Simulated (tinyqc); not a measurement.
# IGBT as a p-i-n diode in series with a MOS channel, on-state and switching loss, step by step

Program tinyqc, `OMP_NUM_THREADS=1 python tinyqc.py 2590127 2590128 out.jsonl`; Intel Xeon 2.30GHz, shared host, one thread, about 0.01 s. Printed values are rounded.

High injection (n = p) in a drift layer from x = -W/2 (anode) to +W/2 (cathode side), recombination only in the layer with lifetime tau, ideal emitters. The channel feeds the cathode side and carries the whole current. Auger recombination, carrier-carrier scattering, emitter losses and the carrier dip under the p body are left out.

Inputs (values chosen for the exercise); material values close to those of silicon: temperature T = 300 K; band gap Eg = 1.11 eV; conduction-band density of states at T Nc = 2.75e19 cm^-3; valence-band density of states at T Nv = 2.7e19 cm^-3; electron mobility mn = 1400 cm^2/(V s); hole mobility mp = 480 cm^2/(V s); width of the drift layer W = 70 um; doping of the drift layer Nd = 1.2e14 cm^-3; high-injection lifetime tau = 0.14 us; current density J = 150 A/cm^2; channel and accumulation resistance Rch = 3.8 mohm cm^2; link voltage Vdc = 400 V; turn-off energy per stored charge and link voltage ks = 0.06; switching frequency f = 5 kHz.

Constants: q = 1.602176634e-19 C, kB = 1.380649e-23 J/K, Vt = kB T/q. Results are converted to the units shown.

## Ambipolar length

b = mn/mp, B = (b - 1)/(b + 1), La = sqrt(2 Vt mn mp tau/(mn + mp)), y = W/(2 La).

b = 2.91667
B = 0.489362
La = 16.0854 um
y = 2.17589

## Carrier profile

2 x/W, point 0 to 8: -1  -0.75  -0.5  -0.25  0  0.25  0.5  0.75  1

n(x) = (tau J/(2 q La))[cosh(x/La)/sinh y - B sinh(x/La)/cosh y]. x/La = (2 x/W) y.

n, point 0 to 8 (cm^-3): 6.12366e16  3.58618e16  2.13631e16  1.33431e16  9.36987e15  8.23822e15  9.60502e15  1.38848e16  2.23754e16

The density is 2.74 times higher at the anode than at the cathode side, since holes are the slower carriers; its smallest listed value is 68.7 times Nd.

## On-state voltage

n(x) = (tau J/(2 q La))[cosh(x/La)/sinh y - B sinh(x/La)/cosh y]. Vm = Vt [(8 b/(b + 1)^2)(sinh y/s) arctan(s sinh y) + B ln((1 + B tanh^2 y)/(1 - B tanh^2 y))], s = sqrt(1 - B^2 tanh^2 y); Vj = Vt ln(n(-W/2) n(W/2)/ni^2), ni = sqrt(Nc Nv) exp(-Eg/(2 Vt)), Eg in volts; Vc = J Rch; Von = Vm + Vj + Vc.

Vm = 0.268521 V
Vj = 0.768681 V
Vc = 0.57 V
Von = 1.60720 V

Vm does not depend on J, since the carrier density grows with it. Junctions, layer and channel take 48, 17 and 35 % of Von.

## Stored charge, losses and the unipolar alternative

Stored charge tau J, turn-off energy Eoff = ks tau J Vdc, loss at half duty 0.5 J Von + f Eoff. A unipolar device on the same layer has Vu = J (W/(q mn Nd) + Rch).

stored charge = 21 uC/cm^2
Eoff = 0.504 mJ/cm^2
conduction loss = 120.540 W/cm^2
switching loss = 2.52 W/cm^2
Vu = 39.5794 V

Both losses would be equal at f = 239 kHz.
